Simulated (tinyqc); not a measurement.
# Threshold of a short bulk MOSFET: charge sharing, barrier lowering, narrow width: effects of single changes

n-channel device on a p-type body, depletion approximation, full ionisation. Uniform doping N = Na. Vbi from Boltzmann statistics is rough for the degenerate source. Cox = eps0 eox/tox.

Values chosen for this exercise; band and dielectric values close to those of silicon: temperature T = 300 K; band gap Eg = 1.11 eV; relative permittivity eps_r = 11.9; conduction-band density of states at T Nc = 2.76e19 cm^-3; valence-band density of states at T Nv = 2.69e19 cm^-3; relative permittivity of the gate insulator (close to silicon dioxide) eox = 3.9; insulator thickness tox = 11 nm; channel doping Na = 8.4e16 cm^-3; source and drain doping Nsd = 1e20 cm^-3; flat-band voltage for the doping Na Vfb = -0.87 V; junction depth xj = 98 nm; body-source voltage Vbs = -1 V; drain-source voltage Vds = 1.2 V; gate width W = 670 nm; shape factor of the fringing depletion at the width edges xw = 1.5708; channel length L = 590 nm.

Constants: q = 1.602176634e-19 C, kB = 1.380649e-23 J/K, Vt = kB T/q, eps0 = 8.8541878128e-14 F/cm where lengths are in cm. Results are converted to the units shown.

Each table varies one quantity; the others keep the values above.

## Threshold roll-off against channel length

ni = sqrt(Nc Nv) exp(-Eg/(2 Vt)), Eg in volts; 2 pB = 2 Vt ln(N/ni); flat band Vfb - Vt ln(N/Na); Wd = sqrt(2 eps0 eps_r (2 pB - Vbs)/(q N)); body term q N Wd/Cox; long-channel VT0 = flat band + 2 pB + body term; Vbi = Vt ln(N Nsd/ni^2); scale length l = sqrt((eps_r/eox) tox Wd). Charge sharing (trapezoid; it ignores Vds): F = (xj/L)(sqrt(1 + 2 Wd/xj) - 1), lowering = body term times F. Barrier lowering: th = exp(-L/(2 l)) + 2 exp(-L/l), lowering = th [2 (Vbi - 2 pB) + Vds], DIBL = th. Narrow width: rise = body term times xw Wd/W. VT by each model = VT0 - lowering + rise. DIBL under 0.001 mV/V is printed as 0.

The same in every row: N (cm^-3) = 8.4000e16; VT0 (V) = 0.66299.

Threshold roll-off against channel length:

| L (nm) | L/l | F | DIBL (mV/V) | VT, charge sharing (V) | VT, barrier lowering (V) |
|---|---|---|---|---|---|
| 240 | 3.1923 | 0.45176 | 284.83 | 0.62188 | 0.50193 |
| 340 | 4.5225 | 0.31889 | 125.95 | 0.71780 | 0.75076 |
| 500 | 6.6507 | 0.21684 | 38.547 | 0.79147 | 0.88765 |
| 720 | 9.5770 | 0.15059 | 8.4637 | 0.83931 | 0.93476 |
| 1000 | 13.301 | 0.10842 | 1.2965 | 0.86975 | 0.94599 |
| 1500 | 19.952 | 0.072281 | 0.046506 | 0.89584 | 0.94795 |
| 2200 | 29.263 | 0.049282 | 0 | 0.91244 | 0.94802 |
| 3100 | 41.234 | 0.034975 | 0 | 0.92277 | 0.94802 |
| 4500 | 59.856 | 0.024094 | 0 | 0.93062 | 0.94802 |

VT by barrier lowering rises from 0.502 to 0.948 V and VT by charge sharing rises from 0.622 to 0.931 V. DIBL is under 100 mV/V from L = 500 nm on among the rows (th = 0.1 at L/l = 4.92). For L = 240 DIBL exceeds 250 mV/V, where the barrier formula is rough.

## Effect of the junction depth

Same model as above.

The same in every row: N (cm^-3) = 8.4000e16; VT0 (V) = 0.66299; L/l = 7.8478; DIBL (mV/V) = 20.545; VT, barrier lowering (V) = 0.91584.

Results:

| xj (nm) | F | VT, charge sharing (V) |
|---|---|---|
| 5 | 0.061593 | 0.90355 |
| 14 | 0.095050 | 0.87940 |
| 24 | 0.11704 | 0.86352 |
| 41 | 0.14145 | 0.84590 |
| 70 | 0.16737 | 0.82719 |
| 120 | 0.19343 | 0.80837 |
| 200 | 0.21637 | 0.79181 |

Estimate the missing row, xj = 8.5 nm.

Computed row:

| xj (nm) | F | VT, charge sharing (V) |
|---|---|---|
| 8.5 | 0.077416 | 0.89213 |

With this row back in the table: As xj goes from 5 to 200, VT0 stays at 0.663 V, DIBL stays at 20.5 mV/V, F rises from 0.0616 to 0.216 and VT by barrier lowering stays at 0.916 V. The junction depth enters only the charge-sharing model.

Numbers from tinyqc (`OMP_NUM_THREADS=1 python tinyqc.py 2002165 2002166 out.jsonl`; about 0.01 s on one thread of a shared Intel Xeon 2.30GHz).
